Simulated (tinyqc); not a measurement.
Averaged masses of warped heavy- and light-hole bands: one step. Masses along six directions.

Four-band hole energies E = c k^2 f(u), c = hbar^2/2m0, f = g1 -/+ 2 sqrt(g2^2 + 3 (g3^2 - g2^2) s), s = ux^2 uy^2 + uy^2 uz^2 + uz^2 ux^2 for the unit vector u; minus for heavy, plus for light holes; the mass along u is 1/f.

Values chosen for the exercise (out of a larger set: near those of Si; not measured data): g1 = 4.27 (Luttinger gamma1); g2 = 0.34 (gamma2); g3 = 1.44 (gamma3).

Question. Give s and both masses.

Give: Masses (m0).

Answer.

Masses (m0):

| direction | s | heavy | light |
|---|---|---|---|
| [100] | 0.00000 | 0.2786 | 0.2020 |
| [110] | 0.25000 | 0.5705 | 0.1473 |
| [111] | 0.33333 | 0.7194 | 0.1399 |
| [210] | 0.16000 | 0.4514 | 0.1581 |
| [211] | 0.25000 | 0.5705 | 0.1473 |
| [411] | 0.10185 | 0.3876 | 0.1678 |

The heavy mass grows by a factor of 2.58 from [100] to [111] while the light one shrinks by 31 %; 1/m_heavy + 1/m_light = 2 g1 in every direction.

Run: tinyqc, `OMP_NUM_THREADS=1 python tinyqc.py 1081584 1081585 out.jsonl`; Intel(R) Xeon(R) Processor @ 2.30GHz, one thread, shared host; about 0.03 s of CPU time with all checks.
